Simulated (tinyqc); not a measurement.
# Minority carriers and saturation current of a heavily doped emitter, step by step

Program tinyqc, `OMP_NUM_THREADS=1 python tinyqc.py 2330145 2330146 out.jsonl`; Intel Xeon 2.30GHz, shared host, one thread, about 0.01 s. Printed values are rounded.

n-type, parabolic bands, full ionisation. eta = (EF - Ec)/kB T solves N = Nc F12(eta), F12(x) = (2/sqrt(pi)) int_0^infinity sqrt(u)/(1 + exp(u - x)) du. The gap shrinks rigidly by dEg = E1 [ln(N/N0) + sqrt(ln^2(N/N0) + 0.5)], an empirical law that is here taken as the true narrowing.

Inputs (values chosen for the exercise); band and dielectric values close to those of germanium: temperature T = 250 K; band gap Eg = 0.648 eV; conduction-band density of states at 250 K Nc = 7.99e18 cm^-3; valence-band density of states at 250 K Nv = 4.63e18 cm^-3; ionised donor density N = 3.1e19 cm^-3; energy of the narrowing law E1 = 7.4 meV; density of the narrowing law N0 = 1.2e17 cm^-3; minority-hole mobility mup = 230 cm^2/(V s); Auger coefficient Cn = 3e-31 cm^6/s; defect lifetime ts = 2.7 us; emitter width W = 210 nm; recombination velocity at the contact S = 4.5e6 cm/s.

Constants: q = 1.602176634e-19 C, kB = 1.380649e-23 J/K, Vt = kB T/q. Results are converted to the units shown.

Range of the model: Band tails, non-parabolic bands and incomplete ionisation are left out.

## Iteration 1: Fermi level

eta at the start (Boltzmann value) = 1.3558

Newton step on ln F12(eta) = ln(N/Nc): eta(new) = eta - ln(Nc F12/N) F12/Fm, Fm(x) = dF12/dx = (1/sqrt(pi)) int_0^infinity u^(-1/2)/(1 + exp(u - x)) du.

F12 = 1.96930
Fm = 1.18560
eta after iteration 1 = 2.48216

## Course of the iteration

Stop when eta changes by less than 1e-9.

Course of the iteration:
```
iteration	eta	change
1	2.48216	1.13
2	2.65718	0.175
3	2.66076	3.58e-3
4	2.66076	1.45e-6
5	2.66076	2.37e-13
```

Converged in 5 iterations.

## Effective intrinsic density

converged eta = 2.66076

ni = sqrt(Nc Nv) exp(-Eg/(2 Vt)), Eg in volts; degeneracy factor g = F12(eta) exp(-eta); nie^2 = ni^2 exp(dEg/kB T) g, p0 = nie^2/N; apparent narrowing dEg + kB T ln g.

ni = 1.78859e12 cm^-3
dEg = 82.5347 meV
g = 0.271181
apparent narrowing = 54.4213 meV
nie = 6.32490e12 cm^-3
p0 = 1.29046e6 cm^-3

Narrowing multiplies p0 by 46.1 and degeneracy by 0.271.

## Saturation current

1/tau = Cn N^2 + 1/ts, D = mup Vt, L = sqrt(D tau); J0 = (q p0 D/L)(s + tanh(W/L))/(1 + s tanh(W/L)), s = S L/D; the share recombining inside is 1 - 1/[cosh(W/L)(1 + tanh(W/L)/s)].

tau = 3.46416 ns
L = 1310.14 nm
s = 118.985
J0 = 4.67923e7 fA/cm^2
share recombining inside = 1.40269 %

The emitter is transparent: most holes reach the contact.
